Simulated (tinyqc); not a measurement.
Thermal, flicker and telegraph noise of a field-effect transistor: one step, computed by the program tinyqc. Command: `OMP_NUM_THREADS=1 python tinyqc.py 3017209 3017210 out.jsonl noise walk`. One thread of a shared host (Intel(R) Xeon(R) Processor @ 2.30GHz), about 0.01 s of CPU time with the checks.

Strong inversion, threshold roll-off and channel-length modulation left out; noise sources are uncorrelated and are given as one-sided spectral densities.

Question. How many traps? Active traps per decade of time constant: N_dec = N_t k_B T W L lambda ln(10); a single trap at the interface shifts the threshold by e/(W L C_ox) and the current by g_m times that; tunnelling depth for frequency f, z = lambda ln(1/(2 pi f tau_0)), tau_0 = 1e-10 s.

Inputs (values chosen for the exercise, modelled on a high-k silicon transistor):
```
quantity                  value         unit
width W                      19   micrometre
length L                    520           nm
oxide trap density N_t  8.9e+15  1/(eV cm^3)
frequency f                  80           Hz
temperature T               200            K
```

Operating region: saturation. Flicker model: number fluctuation.

tunnelling length lambda = 1.150178 angstrom

C_ox = 0.9087193 microfarad/cm^2

g_m = 3008.985 microsiemens

drain current I = 867.0548 microampere

Constants: k_B = 8.617333262e-05 eV/K; e = 1.602176634e-19 C.

Give: traps per decade; threshold step of one trap; current step of one trap; depth probed at f.

Answer.

traps per decade = 0.4014

threshold step of one trap = 0.001785 mV

current step of one trap = 6.193e-04 %

depth probed at f = 1.933 nm

With fewer than one trap per decade the spectrum is not a smooth 1/f but a few Lorentzians, seen in time as telegraph steps, and S_Vfb is only the mean over many devices. Caution: fewer than one trap per decade of time constant is active, so one device shows telegraph steps and the 1/f law is only a mean over many devices.
